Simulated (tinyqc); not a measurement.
Read current of a NAND string, cells in series solved by shooting: effect of the position of the selected cell.

Cells in series, numbered from 0 at the source line (0 V) to the bit line, each followed by a gap resistance Rg. A cell with gate Vg, threshold VT, source Vs and drain Vd passes I = 2 nf K Vt^2 [F(Vs) - F(Vd)]/(1 + th max(Vg - VT, 0)), F(V) = ln^2(1 + exp((Vg - VT - nf V)/(2 nf Vt))). The selected cell has Vg = Vr, the others Vg = Vp.

For a trial current I start at 0 V and, cell by cell, solve for the drain: sqrt(F(Vd)) = sqrt(F(Vs) - I/k), k = 2 nf K Vt^2/(1 + th max(Vg - VT, 0)), Vd = [Vg - VT - 2 nf Vt ln(exp(sqrt F) - 1)]/nf, then add I Rg. The string current is the I for which the last node reaches Vbl. The apparent threshold is the Vr at which I = Is. Background: all other cells erased (VT = Ve) or all in the highest state (VT = Vh); ratio and shift are high over erased and high minus erased. The string has 128 cells, numbered from the source.

Inputs (values chosen for the exercise); values of the order met in vertical NAND strings: temperature T = 300 K; gain factor of a cell K = 20 uA/V^2; slope factor nf = 1.9; mobility reduction factor th = 0.07 1/V; resistance of the gap between cells Rg = 7.2 kohm; bit-line voltage Vbl = 0.5 V; pass voltage Vp = 7.8 V; threshold of an erased cell Ve = -1.9 V; threshold of the highest state Vh = 3.6 V; threshold of the selected cell Vx = 1.9 V; sensing current Is = 50 nA; read voltage on the selected word line Vr = 3.63 V.

Constants: q = 1.602176634e-19 C, kB = 1.380649e-23 J/K, Vt = kB T/q. Results are converted to the units shown.

Effect of the position of the selected cell:
columns A: j; B: I, others erased (uA); C: I, others high (uA); D: ratio; E: apparent VT, erased (V); F: apparent VT, high (V); G: background shift (mV)
```
A         B       C       D      E      F         G
0    0.2368  0.1579  0.6668  1.952  1.952  5.170e-4
18   0.2366  0.1578  0.6672  1.980  1.991     11.71
36   0.2362  0.1577  0.6676  2.007  2.030     23.62
54   0.2359  0.1576  0.6681  2.034  2.070     35.75
73   0.2354  0.1574  0.6688  2.063  2.112     48.79
91   0.2348  0.1572  0.6696  2.091  2.152     61.37
109  0.2340  0.1569  0.6705  2.118  2.192     74.20
127  0.2330  0.1565  0.6717  2.146  2.233     87.26
```

From the source end to the bit-line end the apparent VT with high neighbours rises from 1.952 to 2.233 V and the background shift rises from 5.17e-4 to 87.3 mV. Cells and gaps on the source side raise the source of the selected cell, which costs nf times that voltage in gate drive; those on the drain side only lower its drain voltage.

tinyqc, about 0.9 s, one thread, Intel Xeon 2.30GHz (shared host): `OMP_NUM_THREADS=1 python tinyqc.py 2142229 2142230 out.jsonl`
